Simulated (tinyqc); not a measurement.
Electron mobility in a silicon inversion layer, empirical terms and Matthiessen rule: two steps of the calculation.

Inversion layer of sheet density Ns on a uniformly doped body, under a high-permittivity gate with an interlayer. The mobility terms are empirical power laws with prefactors chosen for the exercise; adding their inverses (Matthiessen) is itself an approximation.

Values chosen for this exercise; material values close to those of silicon:
- T = 300 K (temperature)
- eps_r = 11.8 (relative permittivity of the semiconductor)
- Nb = 9e16 cm^-3 (body doping)
- eta = 0.5 (weight of the inversion charge in the effective field)
- Cox = 0.89 uF/cm^2 (gate capacitance)
- Ap = 406 cm^2/(V s) (phonon-limited mobility at 1 MV/cm and 300 K)
- As = 754 cm^2/(V s) (roughness-limited mobility at 1 MV/cm)
- gs = 2 (exponent of the roughness term)
- Ac = 2600 cm^2/(V s) (Coulomb prefactor)
- Nit = 5.7e10 cm^-2 (charge at the interface)
- Ar = 150 cm^2/(V s) (remote-phonon mobility without interlayer)
- ti = 0.6 nm (interlayer thickness)
- lr = 0.6 nm (decay length of remote phonons)
- WL = 1 (ratio W/L)
- Vd = 0.01 V (drain voltage)
- I = 0.385 uA (measured linear current)

Constants: q = 1.602176634e-19 C, eps0 = 8.8541878128e-14 F/cm where lengths are in cm. Results are converted to the units shown.

Question 1. Inversion density for the measured current. I = (W/L) q Ns mu Vd. E = q (Ndep + eta Ns)/(eps0 eps_r) in MV/cm. With t = T/(300 K): muC = Ac (Ns/1e12 cm^-2) t/(Nb/1e17 cm^-3 + Nit/1e11 cm^-2), muP = Ap E^(-1/3) t^(-1.75), muS = As E^(-gs), muR = Ar exp(2 ti/lr)/t; 1/mu is the sum of the inverses. Ns(new) = I/((W/L) q mu Vd).

Ns after iteration 1 = 8.2602277e11 cm^-2
Ndep = 9.8412914e11 cm^-2

Give: E; mu; Ns after iteration 2.

Answer 1.

E = 0.2142 MV/cm
mu = 320.4 cm^2/(V s)
Ns after iteration 2 = 7.501e11 cm^-2

Question 2. Split C-V extraction. Q(Vg) is the trapezoid sum of Cgc from the first point (where Q is taken as 0); mu_eff = I/((W/L) Q Vd); mu_FE = (dI/dVg)/((W/L) Cox Vd) with a backward difference. Listed from point 4 on.

| point | Vg (V) | Cgc (uF/cm^2) | I (uA) |
|---|---|---|---|
| 0 | 0.2 | 4.8932019e-4 | 3.1723876e-8 |
| 1 | 0.3 | 0.0086945001 | 1.0038024e-5 |
| 2 | 0.4 | 0.13379342 | 0.0024757597 |
| 3 | 0.5 | 0.67672433 | 0.10084343 |
| 4 | 0.6 | 0.87462987 | 0.39714316 |
| 5 | 0.7 | 0.88912875 | 0.71944592 |
| 6 | 0.8 | 0.88995137 | 1.0227993 |
| 7 | 0.9 | 0.88999729 | 1.3046294 |
| 8 | 1 | 0.88999985 | 1.5661839 |
| 9 | 1.1 | 0.88999999 | 1.8089399 |
| 10 | 1.2 | 0.89000000 | 2.0342202 |
| 11 | 1.3 | 0.89000000 | 2.2431744 |
| 12 | 1.4 | 0.89 | 2.4368119 |

Find: Q; mu_eff; mu_FE.

Answer 2.

| point | Q (uC/cm^2) | mu_eff (cm^2/(V s)) | mu_FE (cm^2/(V s)) |
|---|---|---|---|
| 4 | 0.1257 | 316.0 | 332.9 |
| 5 | 0.2139 | 336.4 | 362.1 |
| 6 | 0.3028 | 337.8 | 340.8 |
| 7 | 0.3918 | 333.0 | 316.7 |
| 8 | 0.4808 | 325.7 | 293.9 |
| 9 | 0.5698 | 317.5 | 272.8 |
| 10 | 0.6588 | 308.8 | 253.1 |
| 11 | 0.7478 | 300.0 | 234.8 |
| 12 | 0.8368 | 291.2 | 217.6 |

At the last point mu_FE is 25 % below mu_eff: where the mobility falls with gate voltage the slope of I understates it.

Computed by the program tinyqc: `OMP_NUM_THREADS=1 python tinyqc.py 2510144 2510145 out.jsonl`, one thread of a shared Intel Xeon 2.30GHz, about 0.01 s for the whole run.
